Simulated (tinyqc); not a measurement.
From image to dissolution rate: chemically amplified photoresist: aerial image, acid generation, bake, development and line width. Computed by tinyqc, a small Python program. Command: `OMP_NUM_THREADS=1 python tinyqc.py 3018072 3018073 out.jsonl resist walk`. One thread of a shared host (Intel(R) Xeon(R) Processor @ 2.30GHz), about 0.03 s of CPU time with the checks.

Lines and spaces of pitch p with a two-beam-like image; x = 0 is the middle of the bright space. The resist is positive and treated as uniform in depth.

Inputs (values chosen for the exercise, for a model resist at 13.5 nm):

| quantity | value | unit |
|---|---|---|
| pitch p | 30 | nm |
| image contrast c | 0.73 | - |
| mean dose E | 17.7 | mJ/cm^2 |
| Dill parameter C | 0.02 | cm^2/mJ |
| quencher load q, relative to the acid generator | 0.14 | - |
| acid diffusivity D | 0.05 | nm^2/s |
| bake time t | 90 | s |
| amplification rate k_amp | 0.039 | 1/s |
| threshold protection m_th | 0.5 | - |
| development selectivity n | 20 | - |
| largest rate r_max | 1100 | nm/s |
| smallest rate r_min | 0.076 | nm/s |

Method:
- Dose E(x) = E [1 + c cos(2 pi x/p)]; acid h = 1 - exp(-C E(x)).
- Bake: the acid image is blurred by a Gaussian of variance sigma^2 = 2 D t (each Fourier term k of h, taken on 64 points, is multiplied by exp(-4 pi^2 k^2 D t/p^2)).
- The quencher then removes q, h_eff = max(h_blurred - q, 0); protection m = exp(-k_amp t h_eff).
- Mack rate r = r_max (a + 1)(1 - m)^n/(a + (1 - m)^n) + r_min, a = ((n + 1)/(n - 1))(1 - m_th)^n.

Across half a pitch:

| x/p | x (nm) | dose (mJ/cm^2) | blurred acid | protection m | rate (nm/s) |
|---|---|---|---|---|---|
| 0.00 | 0.0 | 30.621 | 0.43123 | 0.3598 | 1.0915e+03 |
| 0.05 | 1.5 | 29.989 | 0.42487 | 0.3679 | 1.0890e+03 |
| 0.10 | 3.0 | 28.153 | 0.40614 | 0.3929 | 1.0756e+03 |
| 0.15 | 4.5 | 25.295 | 0.37618 | 0.4365 | 9.9905e+02 |
| 0.20 | 6.0 | 21.693 | 0.33701 | 0.5008 | 5.1358e+02 |
| 0.25 | 7.5 | 17.700 | 0.29171 | 0.5871 | 2.1267e+01 |
| 0.30 | 9.0 | 13.707 | 0.24436 | 0.6933 | 1.3264e-01 |
| 0.35 | 10.5 | 10.105 | 0.19985 | 0.8105 | 7.6004e-02 |
| 0.40 | 12.0 | 7.247 | 0.16327 | 0.9216 | 7.6000e-02 |
| 0.45 | 13.5 | 5.411 | 0.13919 | 1.0000 | 7.6000e-02 |
| 0.50 | 15.0 | 4.779 | 0.13079 | 1.0000 | 7.6000e-02 |

What does the comparison show, and why?

The dose varies by a factor 6.41 across the pattern and the rate by 14400.

Extremes, crossings and ranges named in words are read from the listed rows.
